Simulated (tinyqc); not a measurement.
p-n heterojunction, non-linear Poisson equation by Newton steps, Fermi-Dirac statistics: two steps of the calculation.

One dimension, material 1 (p-type) at x < 0 and material 2 (n-type) at x > 0. Band edges: Ec = -psi in material 1 and -psi + dEc in material 2, Ev = Ec - Eg. Flat quasi-Fermi levels: 0 for holes, +V for electrons. n = Nc F((EFn - Ec)/Vt), p = Nv F((Ev - EFp)/Vt), with F(eta) = F_1/2(eta) = (2/sqrt(pi)) int_0^infinity sqrt(u) du/(1 + exp(u - eta)) (Fermi-Dirac statistics); full ionisation, no interface charge, classical densities; the doping types are chosen for the exercise.

Parameters, values chosen for the exercise; band and dielectric values close to those of CdTe and CdS:
```
symbol    value   unit                                          meaning
T           350      K                                      temperature
Eg1         1.5     eV                           band gap of material 1
Nc1     1.02e18  cm^-3  conduction-band density of states of material 1
Nv1     2.23e19  cm^-3     valence-band density of states of material 1
Eg2        2.43     eV                           band gap of material 2
Nc2     2.78e18  cm^-3  conduction-band density of states of material 2
Nv2     2.31e19  cm^-3     valence-band density of states of material 2
dEc       -0.08     eV                 conduction-band offset Ec2 - Ec1
N1         1e18  cm^-3                   acceptor density of material 1
N2         1e16  cm^-3                      donor density of material 2
V            -2      V                    bias of side 1 against side 2
```

Constants: q = 1.602176634e-19 C, kB = 1.380649e-23 J/K, Vt = kB T/q. Results are converted to the units shown.

Question 1. Densities, residual and Jacobian diagonal. n_i = Nc F(a_n), a_n = (V - Ec_i)/Vt; p_i = Nv F(a_p), a_p = (Ec_i - Eg)/Vt; rho_i = p_i - n_i + C_i with C = -N1 or +N2; g_i = (Nc F'(a_n) + Nv F'(a_p))/Vt with F' = F_-1/2(eta) = (1/sqrt(pi)) int_0^infinity u^(-1/2) du/(1 + exp(u - eta)). Box widths w_i = (h_(i-1) + h_i)/2 in cm. Residual F_i = a_i (psi_(i+1) - psi_i) - a_(i-1) (psi_i - psi_(i-1)) + q rho_i w_i; Jacobian: a_(i-1) and a_i beside the diagonal, b_i = -a_(i-1) - a_i - q g_i w_i on it. The two end nodes are fixed.

```
node	x (nm)	psi at the start (V)	material
0	-40.4	-1.4068415	1
1	-27	-1.3700666	1
2	-16.6	-1.3415250	1
3	-8.6	-1.3195699	1
4	-2.4	-1.3025546	1
5	2.4	-1.2893816	2
6	13.2	-1.2597421	2
7	37.4	-1.1933279	2
8	91.8	-1.0440330	2
9	214	-0.7086685	2
10	489	0.0460389	2
11	1110	1.7503056	2
```

coupling a_i, interval 0 to 10 (F/cm^2): 6.7397549e-7  8.6839150e-7  1.1289089e-6  1.4566567e-6  1.7649609e-6  7.3866882e-7  3.2965385e-7  1.4664749e-7  6.5283332e-8  2.9009539e-8  1.2846414e-8
psi_L = -1.4068415 V
psi_R = 1.7503056 V

Find: n; p; residual F; diagonal b.

Answer 1.

```
node	n (cm^-3)	p (cm^-3)
0	8.959e-32	1.000e18
1	3.032e-31	2.987e17
2	7.812e-31	1.163e17
3	1.618e-30	5.621e16
4	2.844e-30	3.199e16
5	1.702e-28	61.30
6	4.548e-28	22.95
7	4.112e-27	2.537
8	5.806e-25	0.01797
9	3.916e-20	2.664e-7
10	2.885e-9	3.616e-18
11	1.000e16	1.042e-42
```

```
node	residual F (1e-7 C/cm^2)	diagonal b (F/cm^2)
1	-1.337	-3.422e-6
2	-1.303	-2.565e-6
3	-1.074	-2.797e-6
4	-0.868	-3.315e-6
5	-0.001	-2.504e-6
6	0.028	-1.068e-6
7	0.063	-4.763e-7
8	0.141	-2.119e-7
9	0.318	-9.429e-8
10	0.718	-4.186e-8
```

Question 2. Newton step. Solve the tridiagonal system a_(i-1) d_(i-1) + b_i d_i + a_i d_(i+1) = -F_i for nodes 1 to 10, with d = 0 on fixed nodes. If the largest |d| exceeds 4 Vt, the whole step is scaled down so that it equals 4 Vt.

coupling a_i, interval 0 to 10 (F/cm^2): 6.7397549e-7  8.6839150e-7  1.1289089e-6  1.4566567e-6  1.7649609e-6  7.3866882e-7  3.2965385e-7  1.4664749e-7  6.5283332e-8  2.9009539e-8  1.2846414e-8

```
node	diagonal b (F/cm^2)	residual F (C/cm^2)
1	-3.4219234e-6	-1.3370195e-7
2	-2.5646121e-6	-1.3025821e-7
3	-2.7973915e-6	-1.0736004e-7
4	-3.3150308e-6	-8.6836256e-8
5	-2.5036297e-6	-1.0655004e-10
6	-1.0683227e-6	2.8038091e-9
7	-4.7630134e-7	6.2965542e-9
8	-2.1193082e-7	1.4147220e-8
9	-9.4292871e-8	3.1819228e-8
10	-4.1855953e-8	7.1777513e-8
```

psi at the start, node 0 to 11 (V): -1.4068415  -1.3700666  -1.3415250  -1.3195699  -1.3025546  -1.2893816  -1.2597421  -1.1933279  -1.0440330  -0.7086685  0.0460389  1.7503056

Find: Newton step d, before damping; psi after iteration 1.

Answer 2.

Newton step d, before damping, node 1 to 10 (V): -0.082  -0.170  -0.209  -0.195  -0.144  -0.024  0.237  0.781  1.787  2.953
psi after iteration 1, node 0 to 11 (V): -1.407  -1.373  -1.348  -1.328  -1.311  -1.295  -1.261  -1.184  -1.012  -0.636  0.167  1.750

Computed by the program tinyqc: `OMP_NUM_THREADS=1 python tinyqc.py 2040156 2040157 out.jsonl`, one thread of a shared Intel Xeon 2.30GHz, about 0.3 s for the whole run.
